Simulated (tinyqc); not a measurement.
Choosing the offset: vacuum evaporation: vapour pressure, source flux, thickness distribution, purity and step coverage. Computed by tinyqc, a small Python program. Command: `OMP_NUM_THREADS=1 python tinyqc.py 3111499 3111500 out.jsonl evap walk`. One thread of a shared host (Intel(R) Xeon(R) Processor @ 2.30GHz), about 0.01 s of CPU time with the checks.

Molecular flow, unit sticking of the metal, no re-evaporation. The background gas is taken as water vapour (18.015 g/mol, collision diameter 0.37 nm) at 300 K.

Inputs (values chosen for the exercise, modelled on gallium, with constants for the liquid): directionality n = 4; source-to-wafer distance h = 42 cm; wafer radius R = 7.5 cm.

Method. Rotating wafer, source offset by s and facing upwards: thickness at radius r is the mean over the angle a of (1 + (r^2 + s^2 - 2 r s cos a)/h^2)^(-(n + 3)/2), by 360 equal steps; non-uniformity (max - min)/(max + min) over 21 radii from 0 to R. The curvature at the centre vanishes at s/h = sqrt(2/(n + 3)).

Against the offset:

| s/h | centre thickness | edge over centre | non-uniformity (%) |
|---|---|---|---|
| 0.0 | 1.0000 | 0.8960 | 5.4877 |
| 0.2 | 0.8717 | 0.9156 | 4.4070 |
| 0.4 | 0.5948 | 0.9626 | 1.9062 |
| 0.5 | 0.4579 | 0.9887 | 0.5677 |
| 0.6 | 0.3409 | 1.0129 | 0.6407 |
| 0.7 | 0.2477 | 1.0335 | 1.6461 |
| 0.8 | 0.1770 | 1.0497 | 2.4254 |
| 0.9 | 0.1254 | 1.0616 | 2.9888 |
| 1.1 | 0.0623 | 1.0744 | 3.5882 |

The best row, s/h = 0.5, has 0.57 % against 5.5 % on the axis, at the price of a rate lower by a factor 2.18; the small-wafer optimum is sqrt(2/(n + 3)) = 0.53.

Extremes, crossings and ranges named in words are read from the listed rows.
